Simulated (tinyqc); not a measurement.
## Stress from a rosette of three resistors

Inverse problem. In the (001) plane dR/R(0) = p11 sxx + p12 syy, dR/R(90) = p12 sxx + p11 syy and dR/R(45) = (p11 + p12)(sxx + syy)/2 + p44 sxy. Find the three stresses.

Inputs (values chosen for the exercise): piezoresistive coefficient p11 = -97.4 x 1e-11/Pa; piezoresistive coefficient p12 = 55.6 x 1e-11/Pa; piezoresistive coefficient p44 = -13.1 x 1e-11/Pa.

dR/R at 0, 45 and 90 degrees (%): 9.0658000  5.4341000  3.5578000

Answer. The first and third give sxx and syy; the 45-degree value less their mean is p44 sxy.

sxx = -169 MPa
syy = -133 MPa
sxy = 67.0 MPa

Program tinyqc, `OMP_NUM_THREADS=1 python tinyqc.py 2530153 2530154 out.jsonl`; Intel Xeon 2.30GHz, shared host, one thread, about 0.01 s.
